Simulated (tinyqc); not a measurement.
Three-level Kane dispersion of a narrow-gap semiconductor: one step. Fermi level and mass at a given density. Five cases, with inputs chosen for the exercise.

Question. Compare EF - Ec with the parabolic value c kF^2/m0*.

Zero of energy at Gamma8, c = hbar^2/2m0, P^2 = Ep c. The free-electron term and remote bands are left out, so the heavy holes are flat at E = 0 and the other three bands obey E (E - Eg)(E + Dso) = P^2 k^2 (E + 2 Dso/3). The conduction band is the highest root; its edge is Ec = max(Eg, 0).

Degenerate electrons at T = 0: kF = (3 pi^2 n)^(1/3), 1 cm^-3 = 1e-24 angstrom^-3; EF is the highest root at kF. The momentum (cyclotron, optical) mass is m(E) = hbar^2 k/(dE/dk) = c d(k^2)/dE with d(k^2)/dE = k^2 [1/E + 1/(E - Eg) + 1/(E + Dso) - 1/(E + 2 Dso/3)]; the density of states is k d(k^2)/dE/(2 pi^2).

Edge mass m0* = 3 |Eg|/(2 Ep).
Constants: hbar^2/2m0 = 3.80998211 eV angstrom^2.

Case 1.

Values chosen (near those of grey Sn; not measured data):
- Eg = -0.428 eV (E(Gamma6) - E(Gamma8))
- Dso = 0.81 eV (spin-orbit splitting)
- Ep = 22.7 eV (Kane energy)
- n = 5.8e+16 cm^-3 (electron density)

Case 2.

Values chosen (near those of HgTe; not measured data):
- Eg = -0.31 eV (E(Gamma6) - E(Gamma8))
- Dso = 1.07 eV (spin-orbit splitting)
- Ep = 17.9 eV (Kane energy)
- n = 3.5e+16 cm^-3 (electron density)

Case 3.

Values chosen (near those of grey Sn; not measured data):
- Eg = -0.407 eV (E(Gamma6) - E(Gamma8))
- Dso = 0.77 eV (spin-orbit splitting)
- Ep = 23.2 eV (Kane energy)
- n = 5.6e+18 cm^-3 (electron density)

Case 4.

Values chosen (near those of grey Sn; not measured data):
- Eg = -0.409 eV (E(Gamma6) - E(Gamma8))
- Dso = 0.83 eV (spin-orbit splitting)
- Ep = 23 eV (Kane energy)
- n = 4.2e+17 cm^-3 (electron density)

Case 5.

Values chosen (near those of grey Sn; not measured data):
- Eg = -0.415 eV (E(Gamma6) - E(Gamma8))
- Dso = 0.81 eV (spin-orbit splitting)
- Ep = 22.2 eV (Kane energy)
- n = 1.1e+18 cm^-3 (electron density)

Give: kF; EF - Ec; parabolic value; m(EF); m(EF)/m0*; density of states at EF.

Answer.

Case 1.

kF = 0.01198 1/angstrom
EF - Ec = 0.0187 eV
parabolic value = 0.0193 eV
m(EF) = 0.03009 m0
m(EF)/m0* = 1.064
density of states at EF = 4.792e+18 1/(eV cm^3)

The parabola overstates EF - Ec by a factor of 1.03; (EF - Ec)/|Eg| = 0.04, and the two-level rule 1 + 2 (EF - Ec)/|Eg| = 1.087 estimates the mass ratio.

Case 2.

kF = 0.01012 1/angstrom
EF - Ec = 0.0144 eV
parabolic value = 0.0150 eV
m(EF) = 0.02803 m0
m(EF)/m0* = 1.079
density of states at EF = 3.772e+18 1/(eV cm^3)

The parabola overstates EF - Ec by a factor of 1.04; (EF - Ec)/|Eg| = 0.05, and the two-level rule 1 + 2 (EF - Ec)/|Eg| = 1.093 estimates the mass ratio.

Case 3.

kF = 0.05494 1/angstrom
EF - Ec = 0.2901 eV
parabolic value = 0.4370 eV
m(EF) = 0.05268 m0
m(EF)/m0* = 2.002
density of states at EF = 3.848e+19 1/(eV cm^3)

The parabola overstates EF - Ec by a factor of 1.51; (EF - Ec)/|Eg| = 0.71, and the two-level rule 1 + 2 (EF - Ec)/|Eg| = 2.425 estimates the mass ratio. Side valleys about 0.1 eV up, left out here, would already hold electrons, so EF and m(EF) are overstated.

Case 4.

kF = 0.02317 1/angstrom
EF - Ec = 0.0682 eV
parabolic value = 0.0767 eV
m(EF) = 0.03326 m0
m(EF)/m0* = 1.247
density of states at EF = 1.024e+19 1/(eV cm^3)

The parabola overstates EF - Ec by a factor of 1.12; (EF - Ec)/|Eg| = 0.17, and the two-level rule 1 + 2 (EF - Ec)/|Eg| = 1.334 estimates the mass ratio.

Case 5.

kF = 0.03194 1/angstrom
EF - Ec = 0.1152 eV
parabolic value = 0.1386 eV
m(EF) = 0.03932 m0
m(EF)/m0* = 1.402
density of states at EF = 1.670e+19 1/(eV cm^3)

The parabola overstates EF - Ec by a factor of 1.20; (EF - Ec)/|Eg| = 0.28, and the two-level rule 1 + 2 (EF - Ec)/|Eg| = 1.555 estimates the mass ratio. Side valleys about 0.1 eV up, left out here, start to fill at about this Fermi level.

Computed by tinyqc, one run a case: `OMP_NUM_THREADS=1 python tinyqc.py N N+1 out.jsonl` with N = 1050719, 1050912, 1051094, 1080157, 1080267; one thread of a shared Intel(R) Xeon(R) Processor @ 2.30GHz, about 0.01 s a run at most.
